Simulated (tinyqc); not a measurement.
Undoped symmetric double-gate MOSFET, analytic potential model: one step of the calculation.

An undoped body of thickness ts between two equal insulators and tied gates; long channel, electrons only, n = ni exp((psi - V)/Vt) with V the quasi-Fermi potential (0 at the source, Vd at the drain), constant mobility, no quantisation. Across the body psi(x) = V - 2 Vt ln[(ts/(2 beta)) sqrt(q ni/(2 eps0 eps_r Vt)) cos(2 beta x/ts)], x from the centre. Q is the electron charge per area of the whole body.

Question. Potential and electron density across the body at the source. psi(x) as above with V = 0 and beta = beta_s; n = ni exp(psi/Vt).

Values chosen for this exercise; material values those of a made-up semiconductor: temperature T = 325 K; relative permittivity of the semiconductor eps_r = 13.8; conduction-band density of states at T Nc = 4.97e17 cm^-3; body thickness ts = 6 nm.

Constants: q = 1.602176634e-19 C, kB = 1.380649e-23 J/K, Vt = kB T/q, eps0 = 8.8541878128e-14 F/cm where lengths are in cm. Results are converted to the units shown.

| point | x/ts |
|---|---|
| 0 | 0 |
| 1 | 0.1 |
| 2 | 0.2 |
| 3 | 0.3 |
| 4 | 0.4 |
| 5 | 0.45 |
| 6 | 0.5 |

beta_s = 1.3160863
ni = 9.4362480e5 cm^-3

Find: psi; n.

Answer.

| point | psi (V) | n (cm^-3) |
|---|---|---|
| 0 | 0.8345 | 8.221e18 |
| 1 | 0.8364 | 8.818e18 |
| 2 | 0.8426 | 1.100e19 |
| 3 | 0.8541 | 1.658e19 |
| 4 | 0.8738 | 3.354e19 |
| 5 | 0.8891 | 5.791e19 |
| 6 | 0.9117 | 1.295e20 |

The density at the surface is 15.8 times that at the centre (1/cos^2 beta). It reaches 260 Nc, where Boltzmann statistics overestimate it.

tinyqc, about 0.01 s, one thread, Intel Xeon 2.30GHz (shared host): `OMP_NUM_THREADS=1 python tinyqc.py 2440053 2440054 out.jsonl`
